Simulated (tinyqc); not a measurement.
Inside a calculation: BHZ model on a square lattice (one spin block). Values are carried at full precision from step to step, so a last printed digit may differ when a step is redone from the rounded ones.

h(k) = e0 + d.s with s the Pauli matrices in the basis (E, H), k in units of 1/a: dx = (A/a) sin kx, dy = (A/a) sin ky, dz = M - (2B/a^2)(2 - cos kx - cos ky), e0 = -(2D/a^2)(2 - cos kx - cos ky). The other spin block is h*(-k). For small k this is the continuum model with dz = M - B k^2.

Inputs chosen for the exercise (of the size used for InAs / GaSb double wells; shifted at random, so the results belong to these values and not to a real crystal):
```
symbol  value         unit           meaning
A       0.65          eV angstrom
B       -84.7         eV angstrom^2
D       -21.1         eV angstrom^2
M       0.0157        eV             mass term
a       40            angstrom       grid spacing
k       (0.43, 0.33)  1/a            wave vector
nk      32                           points along kx
```

## One k point

Form e0, d and E = e0 -/+ |d|.

e0 = 3.824 meV

dx, dy, dz (meV): 6.774  5.266  31.051

levels (meV): -28.390  36.039

## Signs of dz at the four invariant points

dz = M, M - 4B/a^2 (twice), M - 8B/a^2 at (0,0), (pi,0), (0,pi), (pi,pi). The product of the signs is (-1)^nu. C = (s00 - s0p - sp0 + spp)/2 is the Chern number of the lower band of this block, in the sense Omega = curl of i<u|grad u>.

dz (meV): (0,0) 15.70, (pi,0) 227.45, (0,pi) 227.45, (pi,pi) 439.20

nu (Z2 index) = 0
C = 0

M/B < 0: no inversion, a trivial insulator.

## Wilson loop

For each ky: x = -(1/2 pi) arg of the product of <u_j|u_(j+1)> over nk points kx = 2 pi j/nk of the lower band, folded into (-1/2, 1/2]. x is the centre of the hybrid Wannier function; minus its winding over ky from -pi to pi (followed on 61 points) is C.

Centres:
```
ky        x (a)
-3.142   0.0000
-1.500   0.0009
-0.700   0.0041
-0.350   0.0060
-0.150   0.0041
0.000    0.0000
0.150   -0.0041
0.350   -0.0060
0.700   -0.0041
1.500   -0.0009
3.142    0.0000
```

C from the winding = 0

The centre returns without winding, moving at most 0.006 of a cell on these rows.

## Checks

- Chern number from the winding against the sign formula: both 0.

(tinyqc, `OMP_NUM_THREADS=1 python tinyqc.py 1451126 1451127 out.jsonl`, Intel(R) Xeon(R) Processor @ 2.30GHz, 1 thread, shared host, about 0.1 s.)
